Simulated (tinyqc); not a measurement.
Gate voltage for a given inversion charge.

Problem. p-type body, charge-sheet picture, depletion and inversion only, full ionisation (an idealisation for deep acceptors), Boltzmann statistics (rough once Na exp(x - xn) passes about Nc/7). In units of Vt: xg = (Vg - Vfb)/Vt, x = psi/Vt, G = gamma/sqrt(Vt), xn = (2 phiF + Vc)/Vt. The implicit equation is (xg - x)^2 = G^2 [x - 1 + exp(x - xn)] for x above about 3. Cox = eps0 eox/tox. ni = sqrt(Nc Nv) exp(-Eg/(2 Vt)), Eg in volts; phiF = Vt ln(Na/ni); gamma = sqrt(2 q eps0 eps_r Na)/Cox. N_inv = (Cox Vt G/q) [sqrt(x - 1 + exp(x - xn)) - sqrt(x - 1)]. Find x - xn, psi and Vg.

Parameters, values chosen for the exercise; band and dielectric values close to those of silicon:
- T = 350 K (temperature)
- Eg = 1.13 eV (band gap)
- eps_r = 11.6 (relative permittivity)
- Nc = 3.57e19 cm^-3 (conduction-band density of states at T)
- Nv = 3.29e19 cm^-3 (valence-band density of states at T)
- eox = 3.9 (relative permittivity of the gate insulator (close to silicon dioxide))
- tox = 24 nm (insulator thickness)
- Na = 7.4e16 cm^-3 (acceptor density)
- Vfb = -0.74 V (flat-band voltage)
- Vc = 0.5 V (channel-body voltage)

Constants: q = 1.602176634e-19 C, kB = 1.380649e-23 J/K, Vt = kB T/q, eps0 = 8.8541878128e-14 F/cm where lengths are in cm. Results are converted to the units shown.

N_inv = 3.8e11 cm^-2

Answer. N_inv rises steadily with x, so it fixes x; the implicit equation then gives xg directly.

x - xn = 3.554
psi = 1.367 V
Vg = 2.304 V

tinyqc, about 0.01 s, one thread, Intel Xeon 2.30GHz (shared host): `OMP_NUM_THREADS=1 python tinyqc.py 2122106 2122107 out.jsonl`
